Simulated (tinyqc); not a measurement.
# Threshold-voltage variability of a planar MOSFET, analytic estimates: what changes with what

Three independent sources add in quadrature: random dopants in the depleted layer, metal-gate grains of two orientations, and roughness of the two gate edges acting through the roll-off VT = VT(long) - Vr exp(-L/l). These are first-order estimates: no three-dimensional electrostatics, no percolation.

Inputs (values chosen for the exercise); material values close to those of silicon:
- T = 273 K (temperature)
- Eg = 1.14 eV (band gap)
- eps_r = 11.9 (relative permittivity of the semiconductor)
- Nc = 2.45e19 cm^-3 (conduction-band density of states at T)
- Nv = 2.27e19 cm^-3 (valence-band density of states at T)
- Na = 1.8e18 cm^-3 (channel doping)
- ti = 2.1 nm (oxide-equivalent thickness in inversion)
- L = 45 nm (gate length)
- W = 96 nm (gate width)
- G = 10 nm (metal grain size)
- dW = 0.1 eV (work-function difference of the two grain orientations)
- p = 0.5 (share of the orientation of higher work function)
- De = 1.5 nm (rms roughness of one gate edge)
- La = 20 nm (correlation length of the roughness)
- l = 9.1 nm (decay length of the threshold roll-off)
- Vr = 1 V (prefactor of the roll-off)

Constants: q = 1.602176634e-19 C, kB = 1.380649e-23 J/K, Vt = kB T/q, eps0 = 8.8541878128e-14 F/cm where lengths are in cm. Results are converted to the units shown.

Each table varies one quantity; the others keep the values above.

## Effect of the correlation length of the roughness

ni = sqrt(Nc Nv) exp(-Eg/(2 Vt)), Eg in volts; Cox = 3.9 eps0/ti; Wd = sqrt(4 eps0 eps_r Vt ln(Na/ni)/(q Na)); dopants: s1 = (q/Cox) sqrt(Na Wd/(3 L W)). Grains: Ng = L W/G^2 (at least 1), s2 = dW sqrt(p (1 - p)/Ng). Edges, with exponential correlation and u = W/La: the mean gate length has sL^2 = 2 De^2 (2/u)[1 - (1 - exp(-u))/u]; s3 = sL (Vr/l) exp(-L/l). s = sqrt(s1^2 + s2^2 + s3^2). l and Vr are held fixed.

The same in every row: s1 (mV) = 18.97; s2 (mV) = 7.607.

Effect of the correlation length of the roughness:

| La (nm) | s3 (mV) | s (mV) | s sqrt(L W) (mV um) |
|---|---|---|---|
| 2 | 0.3352 | 20.44 | 1.343 |
| 5 | 0.5214 | 20.44 | 1.344 |
| 10 | 0.7169 | 20.45 | 1.344 |
| 20 | 0.9541 | 20.46 | 1.345 |
| 40 | 1.194 | 20.47 | 1.346 |
| 80 | 1.384 | 20.48 | 1.346 |
| 160 | 1.509 | 20.49 | 1.347 |

What does the table show?

As La goes from 2 to 160 nm, s stays near 20.5 mV. The dopants are the largest source in the first and the last row. The edge term s3 rises from 0.335 to 1.51 mV: a longer correlation averages out less along the width.

## Effect of the metal grain size

Same model as above.

l and Vr are held fixed.

The same in every row: s1 (mV) = 18.97; s3 (mV) = 0.9541.

Effect of the metal grain size:

| G (nm) | s2 (mV) | s (mV) | s sqrt(L W) (mV um) |
|---|---|---|---|
| 2 | 1.521 | 19.05 | 1.252 |
| 3 | 2.282 | 19.13 | 1.257 |
| 5 | 3.804 | 19.37 | 1.273 |
| 7 | 5.325 | 19.72 | 1.296 |
| 10 | 7.607 | 20.46 | 1.345 |
| 14 | 10.65 | 21.77 | 1.431 |
| 20 | 15.21 | 24.33 | 1.599 |

Read the table: what changes, and by how much?

As G goes from 2 to 20 nm, s rises from 19.1 to 24.3 mV. The dopants are the largest source in the first and the last row.

Computed by the program tinyqc: `OMP_NUM_THREADS=1 python tinyqc.py 2090029 2090030 out.jsonl`, one thread of a shared Intel Xeon 2.30GHz, about 0.01 s for the whole run.
